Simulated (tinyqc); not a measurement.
## p-i-n junction, non-linear Poisson equation by Newton steps: starts and damping rules compared

One dimension, p side on the left, n side on the right; net doping C = -Na for x < 0, 0 for 0 < x < Li and +Nd beyond. The potential psi is counted from the intrinsic level, and the quasi-Fermi potentials are flat: 0 for holes and -V for electrons, so n = ni exp((psi + V)/Vt) and p = ni exp(-psi/Vt) (Boltzmann statistics, full ionisation, no current).

a_i = eps0 eps_r/h_i for the interval from node i to i + 1, with h_i = x_(i+1) - x_i in cm.

n_i = ni exp((psi_i + V)/Vt), p_i = ni exp(-psi_i/Vt), rho_i = p_i - n_i + C_i, g_i = (n_i + p_i)/Vt. Box widths w_i = (h_(i-1) + h_i)/2 in cm. Residual F_i = a_i (psi_(i+1) - psi_i) - a_(i-1) (psi_i - psi_(i-1)) + q rho_i w_i; Jacobian: a_(i-1) and a_i beside the diagonal, b_i = -a_(i-1) - a_i - q g_i w_i on it. The two end nodes are fixed.

Iterations until the largest undamped |d| is below 1e-9 V (the last, tiny step is counted), with a cap of 100; "overflow" would mean that an exponential left the range of double precision. Starts:
- neutral: psi_p = -Vt ln(Na/ni) on nodes with x < 0 and psi_n = Vt ln(Nd/ni) - V on the others.
- depletion: The parabolas of an abrupt Na-Nd junction in the depletion approximation: psi_p + q Na (x + xp)^2/(2 eps0 eps_r) for -xp < x < 0, psi_n - q Nd (xn - x)^2/(2 eps0 eps_r) for 0 < x < xn, flat outside, with W = sqrt(2 eps0 eps_r (psi_n - psi_p)(1/Na + 1/Nd)/q), xp = W Nd/(Na + Nd), xn = W Na/(Na + Nd), psi_p = -Vt ln(Na/ni), psi_n = Vt ln(Nd/ni) - V.
- linear: A straight line in x from psi_p = -Vt ln(Na/ni) at the first node to psi_n = Vt ln(Nd/ni) - V at the last.

Rules for the step d, which solves the tridiagonal system a_(i-1) d_(i-1) + b_i d_i + a_i d_(i+1) = -F_i:
- full Newton steps: the full step is added.
- logarithmic damping: each component d is damped to sign(d) Vt ln(1 + |d|/Vt) before it is added.
- steps capped at 4 Vt: if the largest |d| exceeds 4 Vt, the whole step is scaled down so that it equals 4 Vt.
- halved steps: half of the step is added while the largest |d| exceeds 1.5 Vt, the full step after that.

Values chosen for this exercise; band and dielectric values close to those of cadmium telluride: temperature T = 293 K; band gap Eg = 1.49 eV; relative permittivity eps_r = 10.2; conduction-band density of states at T Nc = 7.82e17 cm^-3; valence-band density of states at T Nv = 1.74e19 cm^-3; acceptor density of the p side Na = 3.1e16 cm^-3; donor density of the n side Nd = 1.2e17 cm^-3; bias of the p side against the n side V = -0.5 V; width of the undoped layer, from x = 0 to Li Li = 160 nm.

Constants: q = 1.602176634e-19 C, kB = 1.380649e-23 J/K, Vt = kB T/q, eps0 = 8.8541878128e-14 F/cm where lengths are in cm. Results are converted to the units shown.

```
node,x (nm),net doping C (cm^-3)
0,-490,-3.1e16
1,-326,-3.1e16
2,-207,-3.1e16
3,-122,-3.1e16
4,-60.4,-3.1e16
5,-16,-3.1e16
6,16,0
7,52.4,0
8,93.8,0
9,141,0
10,194,1.2e17
11,255,1.2e17
12,324,1.2e17
```

ni = 5.65490e5 cm^-3

Iterations needed:
```
,full Newton steps,logarithmic damping,steps capped at 4 Vt,halved steps
neutral,9,23,18,13
depletion,9,21,15,13
linear,72,15,14,29
```

What does the table show?

The fewest iterations, 9, are needed by full Newton steps from the neutral start and full Newton steps from the depletion start. Every pairing converges. Lowest count for the worst start: steps capped at 4 Vt, at most 18 iterations.

tinyqc, about 0.07 s, one thread, Intel Xeon 2.30GHz (shared host): `OMP_NUM_THREADS=1 python tinyqc.py 2000088 2000089 out.jsonl`
